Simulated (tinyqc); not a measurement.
## Trap density from two Hall measurements

Inverse problem. p-type body, charge-sheet picture, full ionisation (an idealisation for deep acceptors), Boltzmann statistics for free electrons. e = Ec - EF at the surface. psi = Eg - Vt ln(Nv/Na) - e; N_dep = sqrt(2 eps0 eps_r Na (psi - Vt)/q); n_f = sqrt(N_dep^2 + 2 eps0 eps_r Vt Nc exp(-e/Vt)/q) - N_dep; Vg = Vfb + psi + q (N_dep + n_t + n_f)/Cox, Cox = eps0 eox/tox. Find e and n_t at both points and the mean trap density between them.

Parameters, values chosen for the exercise; band and dielectric values close to those of gallium nitride:

| symbol | value | unit | meaning |
|---|---|---|---|
| T | 475 | K | temperature |
| Eg | 3.34 | eV | band gap |
| eps_r | 9.53 |  | relative permittivity |
| Nc | 4.6e18 | cm^-3 | conduction-band density of states at T |
| Nv | 9.18e19 | cm^-3 | valence-band density of states at T |
| eox | 3.9 |  | relative permittivity of the insulator |
| tox | 27 | nm | insulator thickness |
| Na | 9.6e15 | cm^-3 | acceptor density |
| Vfb | -2.2 | V | flat-band voltage without trapped charge |

Constants: q = 1.602176634e-19 C, kB = 1.380649e-23 J/K, Vt = kB T/q, eps0 = 8.8541878128e-14 F/cm where lengths are in cm. Results are converted to the units shown.

Vg (V): [1.7954384, 2.5400548]
free sheet density from the Hall effect (cm^-2): [5.0057834e9, 5.4076725e10]

Answer. Each n_f fixes e; what the gate voltage holds beyond psi, N_dep and n_f is trapped; the difference quotient is the density, smeared over a few Vt.

e (eV): [0.243, 0.143]
n_t (cm^-2): [4.91e11, 9.47e11]
mean trap density = 4.56e12 cm^-2 eV^-1

Numbers from tinyqc (`OMP_NUM_THREADS=1 python tinyqc.py 2222248 2222249 out.jsonl`; about 0.02 s on one thread of a shared Intel Xeon 2.30GHz).
